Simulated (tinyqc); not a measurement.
Worked calculation: Stillinger-Weber potential for a tetrahedral semiconductor. Computed by tinyqc, a small Python program that keeps every step. Command: `OMP_NUM_THREADS=1 python tinyqc.py 3020710 3020711 out.jsonl swsi walk`. One thread of a shared host (Intel(R) Xeon(R) Processor @ 2.30GHz), about 0.04 s of CPU time with the checks. Intermediate numbers are printed to about 6 digits and carried at full precision; extremes and crossings named in words are read from the listed rows.

With x = r/sigma: pair term eps A (B x^-4 - 1) exp(1/(x - a)); for each pair of neighbours j, k of atom i, three-body term eps lambda exp(gamma/(x_ij - a) + gamma/(x_ik - a)) (cos theta_jik + 1/3)^2; both vanish beyond x = a. A = 7.049556277, B = 0.6022245584, a = 1.8.

Inputs (values chosen for the exercise, modelled on silicon): energy scale eps = 2.109 eV; length scale sigma = 2.114 angstrom; three-body strength lambda = 23.2; gamma = 1.2; bond 1 of the trimer = 2.59 angstrom; bond 2 of the trimer = 2.5 angstrom; angle of the trimer theta = 144 degrees.

displacement of one atom (angstrom): [0.13, 0.051, -0.15]

Constants: 1 eV/angstrom^3 = 160.2176634 GPa.

## A trimer

Atom 1 binds atoms 2 and 3 at the angle theta; the third side follows from the cosine rule. Sum the three pair terms and the three-body terms centred on each atom.

distance 2-3 = 4.84096 angstrom

pair terms (eV): 1-2 -1.91276, 1-3 -2.03698, 2-3 0.00000

three-body term at atom 1 = 0.196556 eV

three-body terms at atoms 2 and 3 = 0 eV

energy of the trimer = -3.75318 eV

The cut-off is 3.805 angstrom, so atoms 2 and 3 do not interact directly.

## The diamond lattice

All angles are tetrahedral, so only the pair term acts; its minimum lies at x = 2^(1/6) with depth eps, and second neighbours lie beyond the cut-off. a0 = 4 d/sqrt3; E = -2 eps per atom.

bond length d = 2.37288 angstrom

lattice constant a0 = 5.47994 angstrom

energy per atom = -4.218 eV

## Elastic constants and internal strain

Second derivatives of the energy per atom, volume a0^3/8: e_xx gives C11, e_xx = -e_yy gives 2 (C11 - C12), e_xy = e_yx = h/2 gives the unrelaxed C44(0). Under that shear the second sublattice shifts by u_z; minimising over u_z gives C44 = C44(0) - E_hu^2/(E_uu V) and Kleinman's zeta = |E_hu/E_uu|/(a0/4). The optical force constant is k = 4 E_uu, with M omega^2 = k at the zone centre.

C11 = 148.328 GPa

C12 = 69.8764 GPa

unrelaxed C44(0) = 104.744 GPa

C44 = 57.5537 GPa

internal strain zeta = 0.600433

optical force constant k = 35.8159 eV/angstrom^2

Internal relaxation lowers C44 by 45 %. zeta = 1 would keep all bond lengths equal under shear and 0 would move atoms with the lattice; the value here is 0.60. Caution: the original fit to silicon is too soft in shear (C44) and too stiff for the optical mode.

## One atom displaced in the eight-atom cell

Cubic cell of side a0 with periodic images; atoms 1 to 4 at (0,0,0), (0,1/2,1/2), (1/2,0,1/2), (1/2,1/2,0), atoms 5 to 8 shifted by (1/4,1/4,1/4). Atom 5 is moved by u. Forces are minus the gradient of the total energy.

bond lengths from atom 5 to atoms 1 to 4 (angstrom): [2.39948, 2.50999, 2.42221, 2.18304]

rise of the pair energy = 0.307090 eV

three-body energy = 0.0831489 eV

forces (eV/angstrom), rows atom 5, atom 1, atom 2, atom 3, atom 4, columns x, y, z:
```
[[-2.46424, -1.40691, 2.77852],
 [0.31636, 0.21415, -0.20520],
 [0.74223, -0.39132, -0.77203],
 [0.06944, 0.31126, -0.44456],
 [1.41920, 1.32615, -1.45103]]
```

Bond bending carries 21 % of the energy rise. The four neighbours take up a total force of 4.108 against 3.971 eV/angstrom on atom 5; the difference acts on atoms 6 to 8.

## Diamond against structures with more neighbours

Each structure is relaxed in its neighbour distance d (lowest minimum for d between sigma and 1.7 sigma), with all neighbours inside the cut-off, second shells too where they fall inside.

Energies per atom (eV):
```
structure     first neighbours  d (angstrom)      pair  three-body     total  volume (angstrom^3)
diamond                      4       2.37288  -4.21800     0.00000  -4.21800              20.5702
simple cubic                 6       2.65749  -5.36504     1.56918  -3.79586              18.7679
bcc                          8       2.85466  -5.89714     2.17402  -3.72312              17.9077
fcc                         12       2.97902  -5.85014     2.24708  -3.60306              18.6941
```

The order is diamond < simple cubic < bcc < fcc, the lowest two 0.422 eV apart. Against diamond the pair energy changes by -1.15 (simple cubic), -1.68 (bcc), -1.63 (fcc) eV, while angles away from 109.47 degrees cost 1.57, 2.17, 2.25 eV; the bonds stretch to 2.98 angstrom in fcc to weaken that penalty.

Checks made by the program: lattice sum at a0 (relative difference below 1e-10); B from the pair term alone, phi''(d)/(3 a0), against (C11 + 2 C12)/3 (relative difference 5e-07).
